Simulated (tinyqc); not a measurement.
# Effect of the position of a charge sheet

One sheet of 3.8e11 cm^-2 lies at the depth x from the gate; it shifts Vfb by -(q/eps0) Q s, with s = x/e2 in layer 2 and t2/e2 + (x - t2)/e1 in layer 1, and it induces the share s/(t1/e1 + t2/e2) of its image in the semiconductor.

Values chosen for this exercise:
```
symbol,value,unit,meaning
t1,0.9,nm,"thickness of layer 1, next to the semiconductor"
e1,9.28,,relative permittivity of layer 1
t2,4.3,nm,"thickness of layer 2, next to the gate"
e2,21.3,,relative permittivity of layer 2
```

Constants: q = 1.602176634e-19 C, eps0 = 8.8541878128e-14 F/cm where lengths are in cm. Results are converted to the units shown.

Result of one run:

| x (nm) | shift (mV) | image in the semiconductor (%) |
|---|---|---|
| 4.55 | -15.734 | 76.563 |

What becomes of these results when the depth of the sheet x is changed from 4.55 to 3.9 nm, all else the same?

Result of the changed run:

| x (nm) | shift (mV) | image in the semiconductor (%) |
|---|---|---|
| 3.9 | -12.590 | 61.266 |

The whole series:

| x (nm) | shift (mV) | image in the semiconductor (%) |
|---|---|---|
| 0 | 0 | 0 |
| 0.65 | -2.0984 | 10.211 |
| 1.3 | -4.1967 | 20.422 |
| 1.95 | -6.2951 | 30.633 |
| 2.6 | -8.3934 | 40.844 |
| 3.25 | -10.492 | 51.055 |
| 3.9 | -12.590 | 61.266 |
| 4.55 | -15.734 | 76.563 |
| 5.2 | -20.550 | 100.00 |

The shift grows from 0 at the gate to -20.6 mV at the semiconductor, by -3.23 mV/nm in layer 2 and -7.41 mV/nm in layer 1, the ratio of the permittivities. A sheet between the layers has 67.5 % of its full effect.

Numbers from tinyqc (`OMP_NUM_THREADS=1 python tinyqc.py 2010072 2010073 out.jsonl`; about 0.01 s on one thread of a shared Intel Xeon 2.30GHz).
